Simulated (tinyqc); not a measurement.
Anisotropic wet etching of Si(100): plane rates, V-grooves, membranes and undercut. Changing the misalignment of the mask. Computed by tinyqc, a small Python program. Command: `OMP_NUM_THREADS=1 python tinyqc.py 3002733 3002734 out.jsonl wetetch sweep`. One thread of a shared host (Intel(R) Xeon(R) Processor @ 2.30GHz), about 0.01 s of CPU time with the checks.

A long slot opens the mask on a (100) wafer. The floor etches at R100; (111) walls stand at theta = arctan(sqrt2) = 54.7356 degrees to the surface and recede at R111 along their normal.

Inputs (values chosen for the exercise, close to those used for potassium hydroxide solutions):
```
quantity                                                                    value    unit
prefactor k0 of the (100) rate                                            5.2e+08  um/min
activation energy of (100), E                                                0.59      eV
ratio (100)/(111) at 80 C                                                      54       -
extra energy of (111), dE                                                    0.15      eV
ratio (100)/oxide at 80 C                                                     170       -
extra energy of the oxide, dE_ox                                             0.29      eV
corner undercut rate over (100) rate, c                                       2.9       -
bath temperature T                                                             45       C
width w (mask opening along <110>, or membrane width in the design step)       13      um
etch time t                                                                   260     min
wafer thickness d                                                             300      um
membrane thickness wanted                                                      14      um
```

Constants: k_B = 8.617333262e-05 eV/K.

Method:
- R100 = k0 exp(-E/(k_B T)); a ratio given at 80 C scales as exp[(extra energy/k_B)(1/T - 1/353.15 K)]; R111 and R_ox follow by division.
- Temperatures in kelvin are T(C) + 273.15.
- A misaligned edge exposes ledges and adds R100 sin(misalignment) to the lateral rate (a simple estimate): u = R111/sin(theta) + R100 sin(misalignment). Top width W = w + 2 u t; floor width b = W - 2 z/tan(theta) = W - sqrt2 z. The floor lasts until b = 0, at t_V = w/(sqrt2 R100 - 2u); depth z = R100 t before t_V and W/sqrt2 after.
- Etch depth d - membrane, time = depth/R100; for a membrane as wide as w the opening must be w + sqrt2 depth - 2 u time; oxide mask consumed R_ox x time; a 1 K error changes the depth by the fraction E/(k_B T^2); a convex mask corner, such as that of a mesa, would retreat by c x depth.

One run for each value:
```
misalignment of the mask (degrees)  lateral rate u (um/min)  top width W (um)  opening needed (um)
0.0                                                0.003091            14.607               409.92
0.1                                                0.003500            14.820               408.92
0.2                                                0.003909            15.032               407.93
0.5                                                0.005136            15.671               404.93
1.0                                                0.007181            16.734               399.94
1.5                                                0.009225            17.797               394.95
2.0                                                0.011270            18.860               389.96
3.0                                                0.015356            20.985               379.99
5.0                                                0.023516            25.228               360.07
```

Describe and explain the trends.

Over the rows, lateral rate u (um/min) rises from 0.00309 to 0.0235; top width W (um) rises from 14.6 to 25.2; opening needed (um) falls from 410 to 360. Misalignment matters once sin(angle) reaches R111/(R100 sin theta), so a high anisotropy demands tight alignment.

Caution (all rows): the remaining silicon is too narrow for its thickness to act as a membrane. Caution (all rows): rates also depend on concentration, doping, additives and stirring, all held fixed here.
